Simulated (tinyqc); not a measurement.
Two coupled magnetic layers: synthetic antiferromagnet, spin flop, exchange bias and magnetoresistance: one step, computed by the program tinyqc.

Moments lie in the plane at the angles p1, p2 from the field. Energy per area: E = J1 cos(p1 - p2) + J2 cos^2(p1 - p2) - B M_s (t1 cos p1 + t2 cos p2) + K (t1 cos^2 p1 + t2 cos^2 p2).

Question. Saturation field. The parallel state is stable while the Hessian at p1 = p2 = 0 is positive: with c = J1 + 2 J2 and u = B M_s - 2K, (u t1 - c)(u t2 - c) > c^2, so B_sat M_s = c (1/t1 + 1/t2) + 2K. B_K = 2K/M_s.

Inputs (values chosen for the exercise, for a model stack):

| quantity | value | unit |
|---|---|---|
| saturation magnetisation M_s | 1130 | kA/m |
| thickness t1 | 1.5 | nm |
| thickness t2 | 1 | nm |
| antiferromagnetic coupling J1 | 0.078 | mJ/m^2 |
| biquadratic coupling J2 | 0 | mJ/m^2 |
| in-plane anisotropy K | 0.6 | kJ/m^3 |
| field over the saturation field | 0.57 | - |

Field direction: along the hard axis.

Give: exchange field c (1/t1 + 1/t2)/M_s; B_K; saturation field B_sat; applied field B.

Answer.

exchange field c (1/t1 + 1/t2)/M_s = 115.0 mT

B_K = 1.062 mT

saturation field B_sat = 116.1 mT

applied field B = 66.18 mT
